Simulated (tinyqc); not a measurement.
## Trap density from two Hall measurements

Inverse problem. p-type body, charge-sheet picture, full ionisation (an idealisation for deep acceptors), Boltzmann statistics for free electrons. e = Ec - EF at the surface. psi = Eg - Vt ln(Nv/Na) - e; N_dep = sqrt(2 eps0 eps_r Na (psi - Vt)/q); n_f = sqrt(N_dep^2 + 2 eps0 eps_r Vt Nc exp(-e/Vt)/q) - N_dep; Vg = Vfb + psi + q (N_dep + n_t + n_f)/Cox, Cox = eps0 eox/tox. Find e and n_t at both points and the mean trap density between them.

Inputs (values chosen for the exercise); band and dielectric values close to those of gallium nitride:
```
symbol,value,unit,meaning
T,300,K,temperature
Eg,3.38,eV,band gap
eps_r,9.38,,relative permittivity
Nc,2.31e18,cm^-3,conduction-band density of states at T
Nv,4.54e19,cm^-3,valence-band density of states at T
eox,3.9,,relative permittivity of the insulator
tox,78,nm,insulator thickness
Na,2.1e16,cm^-3,acceptor density
Vfb,-2.84,V,flat-band voltage without trapped charge
```

Constants: q = 1.602176634e-19 C, kB = 1.380649e-23 J/K, Vt = kB T/q, eps0 = 8.8541878128e-14 F/cm where lengths are in cm. Results are converted to the units shown.

Vg (V): 3.3384773  4.1989980
free sheet density from the Hall effect (cm^-2): 7.2782430e8  4.3723269e10

Answer. Each n_f fixes e; what the gate voltage holds beyond psi, N_dep and n_f is trapped; the difference quotient is the density, smeared over a few Vt.

e (eV): 0.162  0.0550
n_t (cm^-2): 6.48e10  2.16e11
mean trap density = 1.41e12 cm^-2 eV^-1

Program tinyqc, `OMP_NUM_THREADS=1 python tinyqc.py 2222055 2222056 out.jsonl`; Intel Xeon 2.30GHz, shared host, one thread, about 0.02 s.
